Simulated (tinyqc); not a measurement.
Peierls distortion of a half-filled chain: sweeps and comparisons. A value that a table varies takes the place of the one given here.

Atoms move by +/- u, so bonds change by -/+ 2u and hoppings are t +/- 2 al u. Bands E = -/+ sqrt((2 t cos x)^2 + D^2 sin^2 x) with D = 4 al u, x = k a in (0, pi/2); the gap is 2D. Energy per atom at zero temperature: E(u) = -mean_x sqrt(...) + 2 K u^2; exactly, the mean is (4t/pi) E(1 - z^2), z = D/2t, E the complete elliptic integral of the second kind with parameter m. Coupling lambda = 2 al^2/(pi t K).

Constants: kB = 8.617333262e-05 eV/K.

Parameters, chosen for this exercise:
```
symbol  value  unit           meaning
t       2.49   eV             hopping of the even chain
al      5.3    eV/angstrom    change of hopping with bond length
K       22.8   eV/angstrom^2  spring constant of a bond
```

## Energy against distortion

Exact means; both parts are counted from u = 0.

Energies per atom:
```
u (angstrom)  gap (eV)  electrons (meV)  springs (meV)  total (meV)
0.0079           0.335            -7.67           2.85        -4.83
0.0197           0.835           -37.60          17.70       -19.90
0.0394           1.671          -120.14          70.79       -49.36
0.0590           2.502          -230.93         158.73       -72.20
0.0787           3.337          -363.46         282.43       -81.02
0.0984           4.172          -512.45         441.52       -70.92
0.1181           5.007          -674.64         636.01       -38.63
0.1377           5.838          -846.75         864.63        17.89
0.1732           7.344         -1180.31        1367.92       187.61
```

The ratio of electronic gain to elastic cost is 2.70 in the first row and 0.86 in the last: the gain goes as u^2 ln(1/u), so it wins at small u for any K. The total is lowest at u = 0.0787 angstrom and turns positive between 0.1181 and 0.1377.

## A coarse mesh hides or distorts the instability

u0 from the gap equation K = 4 al^2 mean(sin^2 x/|E|) on the mesh x_j = (j + 1/2) pi/(2N); 0 where it has no root.

Results:
```
N     u0 (angstrom)  gap (eV)  smallest |E| at u = 0 (eV)
1            0.0000     0.000                       3.521
2            0.0640     2.713                       1.906
3            0.0765     3.244                       1.289
4            0.0783     3.319                       0.972
6            0.0787     3.336                       0.650
8            0.0787     3.337                       0.488
12           0.0787     3.337                       0.326
20           0.0787     3.337                       0.196
40           0.0787     3.337                       0.098
4000         0.0787     3.337                       0.001
```

For N = 1 no distortion is found: the mesh leaves its own gap at u = 0, which cuts off the logarithm. u0 is within 1 % of the last row from N = 4 on; the mesh must resolve D = 1.669 eV, and the coherence length xi/a = 2t/D is 3.0.

## Closing of the gap with temperature

The gap equation gains the factor tanh(|E|/2kT); 4000 points; Tp is where its root reaches zero.

Results:
```
T/Tp  T (K)  u (angstrom)   u/u0
0.20   2026        0.0787  1.000
0.40   4051        0.0778  0.988
0.60   6077        0.0721  0.916
0.70   7090        0.0662  0.841
0.80   8103        0.0570  0.724
0.90   9115        0.0423  0.538
0.95   9622        0.0307  0.390
0.99  10027        0.0140  0.177
```

Tp = 1.013e+04 K

D(0)/(kB Tp) = 1.912, against 1.764 at weak coupling. u/u0 is 0.916 at 0.6 Tp and 0.538 at 0.9 Tp, and near Tp it goes as sqrt(1 - T/Tp): 2.20 between the last two rows against sqrt(5) = 2.24. In a single chain fluctuations forbid this transition; coupling between chains sets the real one, far lower.

## What moves the distortion

Exact means. Each row changes one parameter from the base and keeps the others.

Results:
```
case                     lambda  u0 (angstrom)  gap (eV)  E(u0) - E(0) (meV)
base                     0.3150         0.0787     3.337              -81.02
t = 2.615 eV             0.2999         0.0754     3.195              -71.50
al = 5.565 eV/angstrom   0.3473         0.0894     3.979             -112.47
K = 23.94 eV/angstrom^2  0.3000         0.0718     3.044              -68.13
```

The largest shifts from the base row, up to three for each result and ties (the steps differ in size, so this ranks the rows, not the parameters). lambda: al +0.0323, t -0.0151, K -0.0150. u0 (angstrom): al +0.0107, K -0.0069, t -0.0033. gap (eV): al +0.642, K -0.294, t -0.142. E(u0) - E(0) (meV): al -31.44, K +12.90, t +9.53.

Program tinyqc; command `OMP_NUM_THREADS=1 python tinyqc.py 1682732 1682733 out.jsonl`; about 0.07 s on one thread of a shared Intel(R) Xeon(R) Processor @ 2.30GHz.
